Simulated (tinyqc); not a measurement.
Band offsets of oxides on a semiconductor by the charge-neutrality-level model: one step of the calculation.

Each material has a charge-neutrality level at the depth Phi = chi + Eg - CNL below vacuum. For oxide B on semiconductor A, dEc = (chiA - PhiA) - (chiB - PhiB) + S (PhiA - PhiB), dEv = EgB - EgA - dEc, with the pinning factor S = 1/(1 + 0.1 (eps_inf - 1)^2) of the oxide. S = 1 is the affinity rule, S = 0 aligns the two levels.

Question. One oxide. Depths of both levels, S and the two offsets.

Inputs (values chosen for the exercise); substrate values close to those of gallium arsenide: gap of the semiconductor EgA = 1.45 eV; its electron affinity chiA = 4.05 eV; its charge-neutrality level above the valence edge cA = 0.54 eV.

oxide values (close to hafnium oxide): Eg (eV) 6.13, chi (eV) 2.42, CNL (eV) 3.61, eps_inf 4.08

Give: PhiA; PhiB; S; dEc; dEv.

Answer.

PhiA = 4.9600 eV
PhiB = 4.9400 eV
S = 0.51318
dEc = 1.6203 eV
dEv = 3.0597 eV

The limits are dEc = 1.63 eV (S = 1) and 1.61 eV (S = 0).

Range of the model: The model ignores the chemistry of the actual interface, which can move offsets by several tenths of an eV.

tinyqc, about 0.01 s, one thread, Intel Xeon 2.30GHz (shared host): `OMP_NUM_THREADS=1 python tinyqc.py 2410151 2410152 out.jsonl`
